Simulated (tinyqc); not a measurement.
What moves the results: dielectric confinement in a thin film (image charges). A value that a table varies takes the place of the one given here.

A film |z| < t/2 of dielectric constant eps between half-spaces of dielectric constant e2; lam = (eps - e2)/(eps + e2), q = e^2/(4 pi eps0). The self-energy of a band edge is taken with the high-frequency value, e2 = eh, and the field of a fixed ion with the static one, e2 = eo. A charge at z has images lam^|n| at n t + (-1)^n z. Its self-energy is S(z) = (q/2 eps) sum over n >= 1 of lam^n [1/(n t - 2z) + 1/(n t + 2z)] for odd n and 2 lam^n/(n t) for even n; at the centre S(0) = -(q/(eps t)) ln(1 - lam).

Donor at the centre, lam from the static eo, trial function cos(pi z/t) exp(-rho/l): E(l) = c/(m l^2) - (q/eps) times the integral over k of F(k t) (1 + (k l/2)^2)^(-3/2), with F(x) = F0 + 2 lam exp(-x) G/(1 - lam exp(-x)), F0 = 2[(1 - exp(-x/2))/x + x (1 + exp(-x/2))/(x^2 + 4 pi^2)], G = 2 sinh(x/2)[1/x - x/(x^2 + 4 pi^2)]; c = hbar^2/2m0. The binding energy is -E at the minimum, counted from the subband edge with its self-energy.

Constants: e^2/(4 pi eps0) = 14.39964547 eV angstrom; hbar^2/2m0 = 3.80998211 eV angstrom^2; Ry = 13.60569312 eV.

Inputs chosen for the exercise (near those of an InGaAs film between layers of SiO2; not measured data):
- eps = 13.6 (dielectric constant of the film)
- eh = 2.1 (high-frequency dielectric constant outside)
- eo = 3.9 (static dielectric constant outside)
- m = 0.044 m0 (mass in the plane)
- mz = 0.045 m0 (mass across the film)
- ts = (10, 15, 22, 32, 48, 70, 100) angstrom (thicknesses)
- t = 46 angstrom (film thickness)

## Thinning the film

<S> is the mean over (2/t) cos^2(pi z/t); confinement c (pi/t)^2/mz; donor binding with and without images.

Results:

| t (angstrom) | <S> (meV) | confinement (meV) | binding, no images (meV) | binding (meV) | l (angstrom) |
|---|---|---|---|---|---|
| 10 | 156.8 | 8356.2 | 12.1 | 70.1 | 45.2 |
| 15 | 104.5 | 3713.9 | 11.8 | 59.2 | 51.0 |
| 22 | 71.3 | 1726.5 | 11.4 | 49.7 | 57.6 |
| 32 | 49.0 | 816.0 | 10.9 | 41.4 | 65.2 |
| 48 | 32.7 | 362.7 | 10.2 | 33.4 | 74.9 |
| 70 | 22.4 | 170.5 | 9.5 | 27.2 | 85.6 |
| 100 | 15.7 | 83.6 | 8.7 | 22.1 | 97.3 |

Between 100 and 10 angstrom the binding goes from 22.1 to 70.1 meV; quantum confinement alone would take it from 8.7 to 12.1, so the images supply +13.5 and +57.9 meV. |<S>| goes as 1/t and exceeds the confinement energy beyond 533 angstrom. Hard-wall energies above 300 meV (up to t = 48 angstrom) overstate the confinement: walls are finite and valleys non-parabolic.

## Choice of the surrounding dielectric

The same film between different dielectrics; in this table one value e2 serves for both eo and eh.

Results:

| case | lam | <S> (meV) | binding (meV) | l (angstrom) |
|---|---|---|---|---|
| e2 = 1 | 0.863 | 50.2 | 79.7 | 63.6 |
| e2 = 2.5 | 0.689 | 30.4 | 47.2 | 69.1 |
| e2 = 3.9 | 0.554 | 21.4 | 34.2 | 73.8 |
| e2 = 7.5 | 0.289 | 9.3 | 19.3 | 84.7 |
| e2 = 16 | -0.081 | -2.2 | 8.5 | 107.1 |
| e2 = 25 | -0.295 | -7.4 | 4.8 | 127.9 |
| e2 = 80 | -0.709 | -16.0 | 0.9 | 232.4 |

The binding spans a factor 90.8, from 80 meV in vacuum to 0.9 meV for e2 = 80; going from 3.9 to 25 changes it by -29.4 meV and the band edge by -28.9 meV, so the binding responds 1.02 times as much as the edge (for an orbit much smaller than t the binding would change by twice the change of S(0), -49.1 meV; here l/t = 1.60 for e2 = 3.9).

## What each parameter does

<S> is the mean over (2/t) cos^2(pi z/t). Each row changes one parameter from the base and keeps the others.

Results:

| case | lam from eh | <S> (meV) | binding (meV) | l (angstrom) |
|---|---|---|---|---|
| base | 0.732 | 34.1 | 34.2 | 73.8 |
| t = 40 angstrom | 0.732 | 39.2 | 36.9 | 70.3 |
| eps = 12.2 | 0.706 | 35.5 | 36.9 | 70.0 |
| eo = 5.5 | 0.732 | 34.1 | 25.7 | 78.8 |
| eh = 2.7 | 0.669 | 28.8 | 34.2 | 73.8 |
| m = 0.053 m0 | 0.732 | 34.1 | 37.3 | 65.4 |

The largest shifts from the base row, up to three for each result and ties (the steps differ in size, so this ranks the rows, not the parameters). lam from eh: eh -0.064, eps -0.026; unchanged at the printed digits by t, eo and m. <S> (meV): eh -5.3, t +5.1, eps +1.4; unchanged at the printed digits by eo and m. binding (meV): eo -8.5, m +3.0, eps +2.7; unchanged at the printed digits by eh. l (angstrom): m -8.4, eo +5.0, eps -3.8; unchanged at the printed digits by eh.

Program tinyqc; command `OMP_NUM_THREADS=1 python tinyqc.py 1281860 1281861 out.jsonl`; about 0.08 s on one thread of a shared Intel(R) Xeon(R) Processor @ 2.30GHz.
